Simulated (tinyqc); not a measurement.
Capillary instabilities by surface diffusion: grooving and agglomeration of films, edge retraction, wire break-up and smoothing of roughness: one step, computed by the program tinyqc. Command: `OMP_NUM_THREADS=1 python tinyqc.py 3024321 3024322 out.jsonl dewet walk`. One thread of a shared host (Intel(R) Xeon(R) Processor @ 2.30GHz), about 0.01 s of CPU time with the checks.

Isotropic surface energy; shapes change by surface diffusion alone.

Question. Break-up of a free wire. A wire with r + A cos(k z) has dA/dt = (B/r^4) (kr)^2 [1 - (kr)^2] A: unstable for wavelengths above 2 pi r, fastest at kr = 1/sqrt 2 with the rate B/(4 r^4); break-up time about (4 r^4/B) ln(r/A0); each wavelength makes a sphere of radius (3 r^2 lambda_m/4)^(1/3).

Inputs (values chosen for the exercise, for a model film):
```
quantity,value,unit
temperature T,955,K
time t,38,s
wire radius r,12,nm
initial ripple over radius,0.01,-
```

B = 176.6046 nm^4/s

Give: fastest wavelength; break-up time; radius of the spheres; t over the break-up time.

Answer.

fastest wavelength = 106.6 nm

break-up time = 2163 s

radius of the spheres = 22.58 nm

t over the break-up time = 0.01757

The wire survives t. Caution: faceting can stabilise wires along low-index directions.
